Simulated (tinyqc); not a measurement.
Physical sputtering: collision-cascade yield, angular dependence, faceting and resputtering in deposition: one step, computed by the program tinyqc. Command: `OMP_NUM_THREADS=1 python tinyqc.py 3013304 3013305 out.jsonl sputter walk`. One thread of a shared host (Intel(R) Xeon(R) Processor @ 2.30GHz), about 0.01 s of CPU time with the checks.

Ions start collision cascades; atoms that reach the surface with more than U leave. The target is amorphous or fine-grained.

Question. Oblique incidence. Angular law: Y/Y0 = t^f exp(-f cos(a_opt)(t - 1)), t = 1/cos(angle), largest at a_opt. A plane tilted by the angle recedes along the beam at a speed proportional to Y(angle), and along its own normal as Y cos(angle).

Inputs (values chosen for the exercise, modelled on gallium ions on germanium): angular exponent f = 1.7; angle of the largest yield = 80 degrees; angle of incidence = 60 degrees.

yield Y0 = 1.461191 atoms per ion

Give: Y/Y0 at the angle; yield at the angle; normal speed relative to a flat surface; largest Y/Y0.

Answer.

Y/Y0 at the angle = 2.4185

yield at the angle = 3.5339 atoms per ion

normal speed relative to a flat surface = 1.2093

largest Y/Y0 = 4.8135
